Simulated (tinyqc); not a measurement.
# Area and perimeter leakage from two diodes

Problem. A square diode and a finger diode leak I = JA area + JP perimeter. Find JA, JP and the side of the square at which both parts are equal.

areas (um^2): [10000, 260000]
perimeters (um): [400, 53300]
leakage currents (pA): [0.594, 16.945500]

Solution. Two linear equations give JA and JP; for a square of side a, JA a^2 = 4 JP a at a = 4 JP/JA.

JA = 5.800e-9 A/cm^2
JP = 3.500e-13 A/cm
side for equal parts = 2.414 um

Program tinyqc, `OMP_NUM_THREADS=1 python tinyqc.py 2290068 2290069 out.jsonl`; Intel Xeon 2.30GHz, shared host, one thread, about 0.01 s.
